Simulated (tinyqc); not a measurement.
Complex band structure along [001] in sp3s* tight binding, step by step. Values are carried at full precision from step to step, so a last printed digit may differ when a step is redone from the rounded ones.

For k = (0, 0, kz) the phase sums are g0 = cos(phi) and g3 = i sin(phi), phi = kz a/4, and the s, pz, s* orbitals of anion (a) and cation (c) decouple from px, py. With z = exp(i phi), H(z) = H0 + z T + T^T/z for any complex z. H0 is diagonal (Esa, Epa, Exa, Esc, Epc, Exc). The anion-cation block is B(z) = z U + W/z and the cation-anion block z W^T + U^T/z, where U has Vss/2 (s,s), Vsapc/2 (s,z), -Vscpa/2 (z,s), Vxx/2 (z,z), Vxapc/2 (s*,z), -Vpaxc/2 (z,s*), and W has the same values with the s-z and s*-z signs reversed. |z| = 1 is a band state, |z| < 1 decays along [001] as exp(-kappa d) over a distance d, kappa = -(4/a) ln|z|. No spin-orbit coupling.

Constants: hbar^2/2m0 = 3.80998211 eV angstrom^2.

Inputs chosen for the exercise (out of a larger set: near a published set for GaAs, fitted to gaps, whose masses and valley positions are rough (light masses up to twice too heavy); not measured data):
- p = (-8.313, 1.038, -2.667, 3.662, 8.596, 6.752, -6.432, 1.948, 5.082, 4.487, 5.77, 4.83, 4.796) eV (order Esa, Epa, Esc, Epc, Exa, Exc, Vss, Vxx, Vxy, Vsapc, Vscpa, Vxapc, Vpaxc)
- dE = 1.16 eV (E - Ev)
- a = 5.656 angstrom (lattice constant)

## The layer matrices

Parameters in the order Esa, Epa, Esc, Epc, Exa, Exc, Vss, Vxx, Vxy, Vsapc, Vscpa, Vxapc, Vpaxc. Form H0 and T.

diagonal of H0 (eV): sa -8.3130, za 1.0380, s*a 8.5960, sc -2.6670, zc 3.6620, s*c 6.7520

T (eV):
```
          sa      za      s*a       sc      zc      s*c
sa    0.0000  0.0000   0.0000  -3.2160  2.2435   0.0000
za    0.0000  0.0000   0.0000  -2.8850  0.9740  -2.3980
s*a   0.0000  0.0000   0.0000   0.0000  2.4150   0.0000
sc   -3.2160  2.8850   0.0000   0.0000  0.0000   0.0000
zc   -2.2435  0.9740  -2.4150   0.0000  0.0000   0.0000
s*c   0.0000  2.3980   0.0000   0.0000  0.0000   0.0000
```

## Edges at Gamma

At z = 1 the levels follow from the blocks [[Esa, Vss], [Vss, Esc]] and [[Epa, Vxx], [Vxx, Epc]]: Ev is the lower p root, and the direct gap ends at the lower of the upper roots.

Ev = 0.0014 eV
EG (direct gap) = 1.5329 eV

## Complex wave vectors at one energy in the gap

Solve det(H0 - E + z T + T^T/z) = 0 with E = Ev + dE, as the linear problem [[0, 1], [-T^T, E - H0]] x = z [[1, 0], [0, T]] x. Roots come as z, -z, 1/z and conjugates; list those with 0 < |z| < 1 and Re z, Im z >= 0, by falling |z|. Re kz = arg(z)/(pi/2) in units of 2 pi/a, kappa = -(4/a) ln|z|.

Decaying roots:
```
Re z      Im z     |z|  Re kz (2 pi/a)  kappa (1/angstrom)
0.8818  0.0000  0.8818          0.0000              0.0890
0.1069  0.4741  0.4860          0.8588              0.5103
```

The slowest root has kappa = 0.0890 1/angstrom at Re kz = 0.000: a purely imaginary k at Gamma. The probability falls by exp(-2 kappa d), a factor 5.93 over 1 nm.

## The px, py block

For px and py the determinant gives (E - Epa)(E - Epc) = Vxx^2 cos^2(phi) + Vxy^2 sin^2(phi). With phi = i kappa a/4 this is sinh^2(kappa a/4) = ((E - Epa)(E - Epc) - Vxx^2)/(Vxx^2 - Vxy^2), E = Ev + dE. Parameters in the order Esa, Epa, Esc, Epc, Exa, Exc, Vss, Vxx, Vxy, Vsapc, Vscpa, Vxapc, Vpaxc.

sinh^2(kappa a/4) = 0.18624
kappa of the heavy-hole branch = 0.2964 1/angstrom

This branch decays faster than the slowest root of the s-pz block (0.0890), by a factor 3.33 in kappa.

## Band-edge masses of the same block

From the real bands: m/m0 = c h^2/|E(h) - E(0)| with kz = h = 0.001 1/angstrom for level 2 (light hole) and level 3 (electron) of the 6 x 6 matrix; c = hbar^2/2m0.

masses of this model, from the curvature at Gamma (m0): m_lh 0.0886, m_e 0.1177

These are masses of the nearest-neighbour model without spin-orbit coupling, which is fitted to gaps and often gives the electron too heavy.

## Checks

- Largest distance of a level of the 6 x 6 block at kz = 0.37 (2 pi/a) from a level of the full matrix, against zero (eV): both 0.000000.
- Kappa 0.1 meV above Ev against sqrt(m_lh E/c): both 0.001525.

tinyqc: `OMP_NUM_THREADS=1 python tinyqc.py 1482708 1482709 out.jsonl`; about 0.01 s, one thread, shared Intel(R) Xeon(R) Processor @ 2.30GHz.
